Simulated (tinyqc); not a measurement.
Absorption spectrum: gated graphene: carriers, quantum capacitance and optical conductivity.

Conductivity over sigma0 = e^2/(4 hbar): interband Re = sinh(E/2kT)/(cosh(mu/kT) + cosh(E/2kT)); intraband Re = (8 kT/pi) ln(2 cosh(mu/2kT)) Gm/(E^2 + Gm^2). A free sheet absorbs about pi alpha_f Re(sigma/sigma0), alpha_f the fine-structure constant (alpha among the constants).

Constants: kB = 8.617333262e-05 eV/K; fine-structure constant alpha = 0.007297352564.

Inputs chosen for the exercise (out of a larger set: Fermi velocity near that of graphene, gate dielectric near HfO2; not measured data): T = 400 K; Gm = 2 meV (intraband damping).

mu = 0.03292 eV

Results:
```
E (eV)  interband  intraband  absorption (%)
0.007      0.0407     2.6601           6.192
0.013      0.0756     0.8149           2.042
0.023      0.1334     0.2645           0.912
0.046      0.2636     0.0665           0.757
0.056      0.3185     0.0449           0.833
0.066      0.3719     0.0323           0.927
0.076      0.4235     0.0244           1.027
0.086      0.4731     0.0191           1.128
0.105      0.5609     0.0128           1.315
0.132      0.6694     0.0081           1.553
0.198      0.8505     0.0036           1.958
```

Give the missing row, E (eV) = 0.033.

Computed row:
```
E (eV)  interband  intraband  absorption (%)
0.033      0.1906     0.1290           0.733
```

The edge lies at 2|mu| = 0.066 eV and, for |mu| above about 3 kT (here 1.0), rises from 10 % to 90 % over about 8.8 kT = 0.303 eV. The absorption is lowest, 0.733 %, at 0.033 eV of those listed, between the Drude tail and the edge; at the last row it is 1.958 % against pi alpha_f = 2.293 %. The thin-sheet formula fails where the absorption is large, and trigonal warping matters above about 1.5 eV.

Run: tinyqc, `OMP_NUM_THREADS=1 python tinyqc.py 1681928 1681929 out.jsonl`; Intel(R) Xeon(R) Processor @ 2.30GHz, one thread, shared host; about 0.01 s of CPU time with all checks.
